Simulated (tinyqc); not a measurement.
Self-heating of a transistor with one or more fingers, with temperature-dependent conductivity: one step, computed by the program tinyqc.

N long parallel fingers lie on the top face of a slab whose bottom is held at T_0; the top is otherwise insulated, and heat flows in two dimensions. P in W/mm is 1000 P in W/m.

Question. Linear temperature rise of each finger. theta_i = (P/(pi kappa_0)) [g_0 + sum over j != i of g(|i - j| s)], with equal powers and constant conductivity; thermal resistance = largest theta/P.

Inputs (values chosen for the exercise, modelled on gallium arsenide): conductivity at the base temperature kappa_0 = 47 W/(m K); power per gate width P = 0.88 W/mm; fingers N = 8.

Power: power rises with temperature.

own factor g_0 = 5.552974

g(j s), j = 1..7: 1.664680  1.006722  0.656258  0.438910  0.296662  0.201452  0.137088

Give: theta of each finger; largest theta; thermal resistance.

Answer.

theta of each finger (K): 59.33  68.43  73.23  75.38  75.38  73.23  68.43  59.33

largest theta = 75.38 K

thermal resistance = 85.65 K mm/W

The neighbours supply 56 % of the rise of the hottest finger, which runs 16.0 K above the outer ones.
